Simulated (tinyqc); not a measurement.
Worked calculation: inversion layer as a triangular well, valleys of the Si type. Values are carried at full precision from step to step, so a last printed digit may differ when a step is redone from the rounded ones.

Six ellipsoidal valleys with their long axes along the cube axes, mass ml along the axis and mt across it. For a valley whose axis makes the angle theta with the surface normal, 1/m_z = cos^2(theta)/ml + sin^2(theta)/mt sets the confinement; in the plane the masses are m_1 = mt and m_2 = ml mt/m_z, and m_d = sqrt(m_1 m_2).

Constants: e^2/(4 pi eps0) = 14.39964547 eV angstrom; hbar^2/2m0 = 3.80998211 eV angstrom^2; kB = 8.617333262e-05 eV/K.

Inputs chosen for the exercise (near those of Si; the results hold for these values, not for the real material):
- ml = 0.919 m0 (longitudinal mass)
- mt = 0.187 m0 (transverse mass)
- face = 100 (surface)
- eps = 11.9 (dielectric constant)
- Ns = 1.6 x 1e12/cm^2 (electron sheet density)
- Nd = 0.17 x 1e12/cm^2 (depletion charge)
- eta = 0.5 (share of Ns in the effective field)
- T = 77 K (temperature)
- tox = 28 angstrom (SiO2-equivalent oxide thickness)

## Valley masses on the (100) face

Group the valleys by their angle to the normal, heaviest m_z first.

Valleys (masses in m0):
```
valleys g,cos^2(theta),m_z,m_1,m_2,m_d
2,1.0000,0.9190,0.1870,0.1870,0.1870
4,0.0000,0.1870,0.1870,0.9190,0.4146
```

The 2 valleys with the heaviest m_z will give the lowest ladder of subbands.

## Effective field

The field is taken as constant, e F = 4 pi (e^2/4 pi eps0)(Nd + eta Ns)/eps, with 1e12/cm^2 = 1e-4/angstrom^2, and the oxide as a hard wall at z = 0; c = hbar^2/2m0.

Find e F, and F in MV/cm (1 MV/cm = 0.01 V/angstrom).

e F = 0.00147498 eV/angstrom
F = 0.1475 MV/cm

## Subband ladders

Level j of a valley lies at E_j = a_j (c (e F)^2/m_z)^(1/3) above the band edge at the surface, with the Airy zeros a_j = 2.338107, 4.087949, 5.520560, 6.786708, 7.944134, 9.022651, 10.040174, 11.008524, 11.936016, 12.828777, and has <z> = 2 E_j/(3 e F).

The ten lowest levels of all groups of valleys together, j = 0, 1, ..., c = hbar^2/2m0; primes mark the groups with lighter m_z.

Subbands:
```
label,valleys g,m_d (m0),E (eV),<z> (angstrom)
0,2,0.1870,0.0487,22.00
0',4,0.4146,0.0827,37.40
1,2,0.1870,0.0851,38.46
2,2,0.1870,0.1149,51.94
3,2,0.1870,0.1413,63.85
1',4,0.4146,0.1447,65.39
4,2,0.1870,0.1654,74.74
5,2,0.1870,0.1878,84.89
2',4,0.4146,0.1954,88.31
6,2,0.1870,0.2090,94.46
```

The second subband is 0', 34.1 meV above the first.

## Fermi level and populations

Subband i holds n_i = g m_d/(2 pi c) kB T ln(1 + exp((EF - E_i)/kB T)) (spin included), and EF is fixed by sum n_i = Ns over the levels listed or, where none are listed, over j = 0 to 9 of each group; 1e12/cm^2 = 1e-4/angstrom^2.

Solve for EF; c = hbar^2/2m0. The mean distance is sum n_i <z>_i/Ns.

EF = 0.0565 eV

Populations:
```
label,(EF - E)/kB T,n (1e12/cm^2),share (%)
0,1.18,1.499,93.7
0',-3.96,0.087,5.4
1,-4.31,0.014,0.9
2,-8.81,0.000,0.0
3,-12.78,0.000,0.0
1',-13.29,0.000,0.0
4,-16.41,0.000,0.0
5,-19.79,0.000,0.0
2',-20.93,0.000,0.0
6,-22.98,0.000,0.0
```

mean distance from the surface = 22.98 angstrom

The lowest subband holds 93.7 % of the electrons and is partly degenerate (EF within a few kB T of its edge).

## Effect on the gate capacitance

The charge sits at the mean distance <z> from the surface, which adds (3.9/eps) <z> to the oxide thickness; C/Cox = tox/(tox + 3.9 <z>/eps). The density-of-states term is left out.

added thickness = 7.53 angstrom
C/Cox = 0.788

## Checks

- Lowest level by finite differences against the Airy formula, eV: both 0.0487.

tinyqc: `OMP_NUM_THREADS=1 python tinyqc.py 1251906 1251907 out.jsonl`; about 0.03 s, one thread, shared Intel(R) Xeon(R) Processor @ 2.30GHz.
